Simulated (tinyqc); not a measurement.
Stretching all distances: RHF, UHF, MP2, CISD and CCSD against full CI in the sto-3g basis, for H6, spin multiplicity 1. Computed by the program tinyqc with PySCF. All coordinates are multiplied by the scale. c0^2 is the weight of the RHF determinant in the lowest singlet FCI state (UHF is spin-contaminated and may lie near states of higher spin) and n(LUMO) the first natural occupation beyond the occupied space.

Geometry (angstrom):
```
atom       x       y       z
H     0.0000  0.0000  0.0000
H     0.0000  0.0000  0.7870
H     0.0000  0.0000  1.8010
H     0.0000  0.0000  2.5870
H     0.0000  0.0000  3.6010
H     0.0000  0.0000  4.3880
```

Full CI energy (hartree) and errors against it (kcal/mol):
```
scale   distance 1-2 (angstrom)     E(FCI)       RHF      UHF       MP2     CISD    CCSD  <S^2> UHF    c0^2  n(LUMO)
0.9600                   0.7555  -3.293696   38.9713  38.9713   12.3716   0.8305  0.0868     0.0000  0.9627   0.0433
1.2100                   0.9523  -3.294307   57.3302  57.3302   21.4632   2.4737  0.1761     0.0000  0.9269   0.0764
1.7100                   1.3458  -3.072978  122.6569  83.8834   56.0939  15.8103  0.5435     1.4423  0.7665   0.2106
1.9600                   1.5425  -2.972754  171.8900  64.8561   82.2215  32.1797  0.6286     2.1527  0.6391   0.3191
2.2100                   1.7393  -2.901205  229.1669  42.3792  110.5727  55.9283  0.3928     2.5629  0.5054   0.4433
```

Estimate the missing row, scale = 1.46.

Computed row:
```
scale   distance 1-2 (angstrom)     E(FCI)      RHF      UHF      MP2    CISD    CCSD  <S^2> UHF    c0^2  n(LUMO)
1.4600                   1.1490  -3.191530  84.4778  82.3074  35.6227  6.6620  0.3422     0.3811  0.8644   0.1296
```

UHF parts from RHF first at scale 1.46 of those listed, where <S^2> leaves zero. The weight c0^2 goes from 0.96 to 0.51 and n(LUMO) from 0.04 to 0.44: static correlation grows as the bonds break into open-shell fragments. The spread of the error along the curve, which distorts its shape, is CCSD 0.5, UHF 44.9, CISD 55.1, MP2 98.2, RHF 190.2 kcal/mol. The table stops here: at scale 2.46 and beyond, the reference weight falls under 0.45 or RHF, UHF or CCSD hop between solutions, so those rows were left out and the spreads given cover only the rows shown. As computed, partly on other solutions, the errors there reach in size RHF 399, UHF 25, MP2 159, CISD 142, CCSD 0 kcal/mol.
